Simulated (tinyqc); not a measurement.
Three surfaces against bond counting: Gupta-type many-body potential for a metal. Computed by tinyqc, a small Python program. Command: `OMP_NUM_THREADS=1 python tinyqc.py 3011243 3011244 out.jsonl gupta walk`. One thread of a shared host (Intel(R) Xeon(R) Processor @ 2.30GHz), about 0.02 s of CPU time with the checks.

E_i = sum_j A exp(-p (r_ij/r0 - 1)) - xi rho_i^gamma, with rho_i = sum_j exp(-2 q (r_ij/r0 - 1)); gamma = 1/2 is the tight-binding second-moment form. The crystal is fcc unless stated; d is the neighbour distance and a fixed number of shells is kept.

Inputs (values chosen for the exercise, for a model metal):

| quantity | value | unit |
|---|---|---|
| repulsion A | 0.0832 | eV |
| hopping xi | 1.48 | eV |
| decay p | 10.8 | - |
| decay q | 2.32 | - |
| reference distance r0 | 2.556 | angstrom |
| shells kept | 2 | - |
| embedding exponent gamma | 0.45 | - |

Constants: 1 eV/angstrom^3 = 160.2176634 GPa; 1 eV/angstrom^2 = 16.02176634 J/m^2.

Method:
- fcc shells: d sqrt(k), k = 1..5, with 12, 6, 24, 12, 24 atoms; Omega = d^3/sqrt2.
- Equilibrium: dE/dd = 0; B = d^2 E''(d)/(9 Omega).
- Cut the crystal without relaxation; an atom in layer l keeps the neighbours that lie below the surface plane. Excess = E_i + E_c. Surface energy = sum of excesses over the layers, divided by the area per surface atom: (sqrt3/2) d^2 for (111), d^2 for (100), sqrt2 d^2 for (110).
- Bond counting with pair bonds charges E_c/12 for each missing nearest neighbour: 3, 4 and 6 per surface cell.

neighbour distance d = 2.57964 angstrom

cohesive energy E_c = 3.67373 eV

Surfaces:

| face | missing bonds | excess (eV) | bond counting (eV) | ratio | surface energy (J/m^2) |
|---|---|---|---|---|---|
| (111) | 3 | 0.36880 | 0.9184 | 0.40155 | 1.0253 |
| (100) | 4 | 0.45585 | 1.2246 | 0.37225 | 1.0975 |
| (110) | 6 | 0.72877 | 1.8369 | 0.39675 | 1.2407 |

What does the comparison show, and why?

The order of surface energies is (111) < (100) < (110), with (110)/(111) = 1.210 against 1.225 from counting first-neighbour bonds. The excess is 0.37 to 0.40 of the bond-counting value: atoms with fewer neighbours have stronger bonds. Further shells enter the excess but not the count. Caution: relaxation, left out here, lowers surface energies.
